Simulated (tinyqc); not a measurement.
Worked calculation: CCD on RHF in the sto-3g basis, for H6, spin multiplicity 1. One step of it, computed by the program tinyqc.

Question. Iteration 1: building the Fock matrix. J_ij = sum D_kl (ij|kl), K_ij = sum D_kl (ik|jl); F = H + J - 0.5 K; E = tr D H + tr D J / 2 - 0.25 tr D K + E_nn.

D at the start, lower triangle:
```
           1H 1s      2H 1s      3H 1s      4H 1s     5H 1s     6H 1s
1H 1s   0.192362
2H 1s   0.469734   1.171581
3H 1s  -0.016228   0.082995   0.749553
4H 1s  -0.174135  -0.362086   0.571237   0.749553
5H 1s   0.075595   0.060652  -0.362086   0.082995  1.171581
6H 1s   0.052529   0.075595  -0.174135  -0.016228  0.469734  0.192362
```

core Hamiltonian H = T + V (hartree), lower triangle:
```
           1H 1s      2H 1s      3H 1s      4H 1s      5H 1s      6H 1s
1H 1s  -1.688735
2H 1s  -1.287932  -1.937234
3H 1s  -0.191438  -0.681794  -2.082175
4H 1s  -0.040745  -0.198530  -1.440079  -2.082175
5H 1s  -0.001500  -0.011992  -0.198530  -0.681794  -1.937234
6H 1s  -0.000137  -0.001500  -0.040745  -0.191438  -1.287932  -1.688735
```

Two-electron integrals (ij|kl) in chemists' order, unique and non-zero (hartree):
```
(11|11) 0.774606   (21|11) 0.391393   (21|21) 0.238377   (22|11) 0.534533
(22|21) 0.391393   (22|22) 0.774606   (31|11) 0.034995   (31|21) 0.023873
(31|22) 0.045035   (31|31) 0.003145   (32|11) 0.101730   (32|21) 0.076843
(32|22) 0.162371   (32|31) 0.012022   (32|32) 0.050310   (33|11) 0.236025
(33|21) 0.173878   (33|22) 0.366879   (33|31) 0.034995   (33|32) 0.162371
(33|33) 0.774606   (41|11) 0.005462   (41|21) 0.003894   (41|22) 0.007698
(41|31) 0.000574   (41|32) 0.002320   (41|33) 0.007698   (41|41) 0.000111
(42|11) 0.022402   (42|21) 0.016693   (42|22) 0.034995   (42|31) 0.002797
(42|32) 0.012022   (42|33) 0.045035   (42|41) 0.000574   (42|42) 0.003145
(43|11) 0.119568   (43|21) 0.085368   (43|22) 0.173878   (43|31) 0.016693
(43|32) 0.076843   (43|33) 0.391393   (43|41) 0.003894   (43|42) 0.023873
(43|43) 0.238377   (44|11) 0.172083   (44|21) 0.119568   (44|22) 0.236025
(44|31) 0.022402   (44|32) 0.101730   (44|33) 0.534533   (44|41) 0.005462
(44|42) 0.034995   (44|43) 0.391393   (44|44) 0.774606   (51|11) 0.000119
(51|21) 0.000086   (51|22) 0.000176   (51|31) 0.000015   (51|32) 0.000066
(51|33) 0.000270   (51|41) 3.25e-06   (51|42) 0.000018   (51|43) 0.000149
(51|44) 0.000227   (51|51) 1.11e-07   (52|11) 0.000879   (52|21) 0.000630
(52|22) 0.001283   (52|31) 0.000115   (52|32) 0.000508   (52|33) 0.002231
(52|41) 0.000025   (52|42) 0.000149   (52|43) 0.001341   (52|44) 0.002231
(52|51) 9.34e-07   (52|52) 0.000008   (53|11) 0.012754   (53|21) 0.008792
(53|22) 0.017204   (53|31) 0.001601   (53|32) 0.007131   (53|33) 0.034995
(53|41) 0.000375   (53|42) 0.002313   (53|43) 0.023873   (53|44) 0.045035
(53|51) 0.000015   (53|52) 0.000149   (53|53) 0.003145   (54|11) 0.041541
(54|21) 0.028055   (54|22) 0.053580   (54|31) 0.004867   (54|32) 0.021200
(54|33) 0.101730   (54|41) 0.001145   (54|42) 0.007131   (54|43) 0.076843
(54|44) 0.162371   (54|51) 0.000048   (54|52) 0.000508   (54|53) 0.012022
(54|54) 0.050310   (55|11) 0.118173   (55|21) 0.078058   (55|22) 0.145298
(55|31) 0.012754   (55|32) 0.053580   (55|33) 0.236025   (55|41) 0.002879
(55|42) 0.017204   (55|43) 0.173878   (55|44) 0.366879   (55|51) 0.000119
(55|52) 0.001283   (55|53) 0.034995   (55|54) 0.162371   (55|55) 0.774606
(61|11) 0.000008   (61|21) 0.000006   (61|22) 0.000012   (61|31) 1.05e-06
(61|32) 4.67e-06   (61|33) 0.000021   (61|41) 2.36e-07   (61|42) 1.40e-06
(61|43) 0.000013   (61|44) 0.000021   (61|51) 8.80e-09   (61|52) 7.85e-08
(61|53) 1.40e-06   (61|54) 4.67e-06   (61|55) 0.000012   (62|11) 0.000086
(62|21) 0.000060   (62|22) 0.000119   (62|31) 0.000011   (62|32) 0.000048
(62|33) 0.000227   (62|41) 2.51e-06   (62|42) 0.000015   (62|43) 0.000149
(62|44) 0.000270   (62|51) 9.87e-08   (62|52) 9.34e-07   (62|53) 0.000018
(62|54) 0.000066   (62|55) 0.000176   (62|61) 8.80e-09   (62|62) 1.11e-07
(63|11) 0.002217   (63|21) 0.001502   (63|22) 0.002879   (63|31) 0.000262
(63|32) 0.001145   (63|33) 0.005462   (63|41) 0.000061   (63|42) 0.000375
(63|43) 0.003894   (63|44) 0.007698   (63|51) 2.51e-06   (63|52) 0.000025
(63|53) 0.000574   (63|54) 0.002320   (63|55) 0.007698   (63|61) 2.36e-07
(63|62) 3.25e-06   (63|63) 0.000111   (64|11) 0.010144   (64|21) 0.006770
(64|22) 0.012754   (64|31) 0.001138   (64|32) 0.004867   (64|33) 0.022402
(64|41) 0.000262   (64|42) 0.001601   (64|43) 0.016693   (64|44) 0.034995
(64|51) 0.000011   (64|52) 0.000115   (64|53) 0.002797   (64|54) 0.012022
(64|55) 0.045035   (64|61) 1.05e-06   (64|62) 0.000015   (64|63) 0.000574
(64|64) 0.003145   (65|11) 0.064688   (65|21) 0.042354   (65|22) 0.078058
(65|31) 0.006770   (65|32) 0.028055   (65|33) 0.119568   (65|41) 0.001502
(65|42) 0.008792   (65|43) 0.085368   (65|44) 0.173878   (65|51) 0.000060
(65|52) 0.000630   (65|53) 0.016693   (65|54) 0.076843   (65|55) 0.391393
(65|61) 0.000006   (65|62) 0.000086   (65|63) 0.003894   (65|64) 0.023873
(65|65) 0.238377   (66|11) 0.099582   (66|21) 0.064688   (66|22) 0.118173
(66|31) 0.010144   (66|32) 0.041541   (66|33) 0.172083   (66|41) 0.002217
(66|42) 0.012754   (66|43) 0.119568   (66|44) 0.236025   (66|51) 0.000086
(66|52) 0.000879   (66|53) 0.022402   (66|54) 0.101730   (66|55) 0.534533
(66|61) 0.000008   (66|62) 0.000119   (66|63) 0.005462   (66|64) 0.034995
(66|65) 0.391393   (66|66) 0.774606
```

nuclear repulsion = 4.42409948 hartree

Give: Coulomb J; exchange K; Fock matrix F; total energy of this density.

Answer.

Coulomb J (hartree), lower triangle:
```
       1H 1s  2H 1s  3H 1s  4H 1s  5H 1s  6H 1s
1H 1s  1.798
2H 1s  1.215  2.288
3H 1s  0.166  0.661  2.469
4H 1s  0.033  0.178  1.460  2.469
5H 1s  0.001  0.009  0.178  0.661  2.288
6H 1s  0.000  0.001  0.033  0.166  1.215  1.798
```

exchange K (hartree), lower triangle:
```
       1H 1s  2H 1s  3H 1s  4H 1s  5H 1s  6H 1s
1H 1s  0.797
2H 1s  0.904  1.368
3H 1s  0.159  0.409  1.224
4H 1s  0.001  0.114  0.983  1.224
5H 1s  0.004  0.005  0.114  0.409  1.368
6H 1s  0.011  0.004  0.001  0.159  0.904  0.797
```

Fock matrix F (hartree), lower triangle:
```
        1H 1s   2H 1s   3H 1s   4H 1s   5H 1s   6H 1s
1H 1s  -0.289
2H 1s  -0.525  -0.334
3H 1s  -0.104  -0.225  -0.225
4H 1s  -0.008  -0.078  -0.471  -0.225
5H 1s  -0.003  -0.005  -0.078  -0.225  -0.334
6H 1s  -0.005  -0.003  -0.008  -0.104  -0.525  -0.289
```

total energy of this density = -3.06724 hartree
